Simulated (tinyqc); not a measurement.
Electron-beam lithography: double-Gaussian proximity function, edge placement and dose correction for parallel lines: one step, computed by the program tinyqc. Command: `OMP_NUM_THREADS=1 python tinyqc.py 3111725 3111726 out.jsonl proximity walk`. One thread of a shared host (Intel(R) Xeon(R) Processor @ 2.30GHz), about 0.01 s of CPU time with the checks.

Lines are infinitely long. Absorbed energy is counted so that the middle of a very large area written at dose 1 receives 1; the resist develops where it exceeds 1/2.

Task: Interaction matrix. f(r) = [exp(-r^2/alpha^2)/alpha^2 + eta exp(-r^2/beta^2)/beta^2]/(pi (1 + eta)). A line from a to b at dose d gives E(x) = d [S(alpha) + eta S(beta)]/(1 + eta), S(s) = [erf((b - x)/s) - erf((a - x)/s)]/2. M_ij is the mean of E at the two edges of line i from line j at dose 1.

Inputs (values chosen for the exercise, of the order of those for 10 keV electrons in resist on silicon): forward range alpha = 0.0096 micrometre; backscatter range beta = 1.2 micrometre; backscatter ratio eta = 0.79.

Lines (micrometre):

| line | left edge | right edge | centre |
|---|---|---|---|
| 1 | 0.000 | 0.057 | 0.0285 |
| 2 | 0.140 | 0.260 | 0.2000 |
| 3 | 0.570 | 0.601 | 0.5855 |
| 4 | 0.654 | 0.744 | 0.6990 |

Give: M.

Result:

M:
```
         1        2        3        4
1  0.29115  0.02436  0.00518  0.01366
2  0.01156  0.30415  0.00579  0.01568
3  0.00953  0.02244  0.28576  0.01850
4  0.00865  0.02092  0.00637  0.29797
```
